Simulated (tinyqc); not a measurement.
# Changing the miscut angle

Model: epitaxial growth on a vicinal surface: Burton-Cabrera-Frank step flow, step-edge barrier and island nucleation. Computed by tinyqc, a small Python program. Command: `OMP_NUM_THREADS=1 python tinyqc.py 3016293 3016294 out.jsonl stepflow sweep`. One thread of a shared host (Intel(R) Xeon(R) Processor @ 2.30GHz), about 0.03 s of CPU time with the checks.

Adatoms land at rate F, hop on a square grid (a simplification for hexagonal faces), desorb, or join steps. Lengths are in units of a and n is the adatom coverage. Steps ascend at x = 0 and descend at x = l.

Inputs (values chosen for the exercise, close to those used for Si(111)):

| quantity | value | unit |
|---|---|---|
| site spacing a | 3.84 | angstrom |
| step height h | 3.14 | angstrom |
| diffusion barrier E_d | 1.03 | eV |
| desorption energy E_a | 3.14 | eV |
| adatom formation energy E_f | 1.1 | eV |
| step-edge barrier E_s | 0.15 | eV |
| attempt frequency nu | 10 | THz |
| deposition rate F | 0.7 | layers/s |
| temperature T | 710 | C |
| critical nucleus size i | 1 | - |

Constants: k_B = 8.617333262e-05 eV/K.

Method:
- D = nu exp(-E_d/(k_B T)) (a^2/s, nu counted per direction); tau = exp(E_a/(k_B T))/nu; x_s = sqrt(D tau); n_eq = exp(-E_f/(k_B T)); terrace width l = h/(a tan(miscut)); Schwoebel length l_s = exp(E_s/(k_B T)) - 1.
- Temperatures in kelvin are T(C) + 273.15.
- D n'' - n/tau + F = 0 with n(0) = n_eq and -l_s n'(l) = n(l) - n_eq. With u = n - F tau, A = n_eq - F tau, y = l/x_s, s = l_s/x_s: u = A cosh(x/x_s) + B sinh(x/x_s), B = A (1 - cosh y - s sinh y)/(sinh y + s cosh y). Flux into the ascending step J+ = D B/x_s, over the descending one J- = -(D/x_s)(A sinh y + B cosh y); step velocity J+ + J-; growth rate (J+ + J-)/l. For small y: J+ + J- = (F - n_eq/tau) l, J-/J+ = l/(l + 2 l_s).
- The coverage peaks where n' = 0, tanh(x/x_s) = -B/A.
- Island density on a flat surface without desorption: N = 0.25 (F/D)^(i/(i+2)) exp(E_i/((i+2) k_B T)) per site, with E_i = 0 for i = 1; spacing l_n = N^(-1/2). Step flow needs an effective width l_eff = 2 x(peak) below l_n.

One run for each value:

| miscut angle (degrees) | ratio l_eff/l_n | growth rate (layers/s) | peak coverage | terrace width l (a) |
|---|---|---|---|---|
| 0.03 | 38.144 | 0.70000 | 4.0934e-03 | 1.5617e+03 |
| 0.062 | 18.517 | 0.70000 | 9.6647e-04 | 7.5566e+02 |
| 0.13 | 8.892 | 0.70000 | 2.2464e-04 | 3.6039e+02 |
| 0.26 | 4.503 | 0.70000 | 5.9316e-05 | 1.8020e+02 |
| 0.55 | 2.186 | 0.70000 | 1.5738e-05 | 8.5181e+01 |
| 1.1 | 1.143 | 0.70000 | 5.9736e-06 | 4.2587e+01 |
| 2.3 | 0.591 | 0.70000 | 3.2811e-06 | 2.0359e+01 |
| 4.8 | 0.316 | 0.70000 | 2.5785e-06 | 9.7378e+00 |
| 10 | 0.171 | 0.70000 | 2.3794e-06 | 4.6375e+00 |

Over the rows, ratio l_eff/l_n falls from 38.1 to 0.171 (exponent d ln y / d ln x -1.00 between the first rows and -0.84 between the last); growth rate (layers/s) rises from 0.6999978 to 0.7000000; peak coverage falls from 0.00409 to 2.38e-6 (exponent d ln y / d ln x -2.0 between the first rows and -0.11 between the last). At the low end the exponent of ratio l_eff/l_n is -1.00, close to -1: terraces narrow as the miscut grows. The exponent of growth rate stays at 0: the steps stand close against x_s, so their spacing does not matter. At the low end the exponent of peak coverage is -1.99, close to -2: the excess coverage scales as F l^2/D.

Caution (rows 0.0300, 0.0620, 0.130, 0.260, 0.550): twice the distance from the ascending step to the coverage peak exceeds the expected island spacing [0.25 (F/D)^(i/(i+2)) exp(E_i/((i+2) k_B T))]^(-1/2) by 40 % or more, so islands nucleate and the step-flow values are formal. Caution (all rows): the prefactor 0.25 and the criterion are estimates, good to a factor of about two in length. Caution (rows 4.80, 10.0): terraces under ten sites wide are at the edge of a continuum description.

Extremes, crossings and ranges named in words are read from the listed rows.
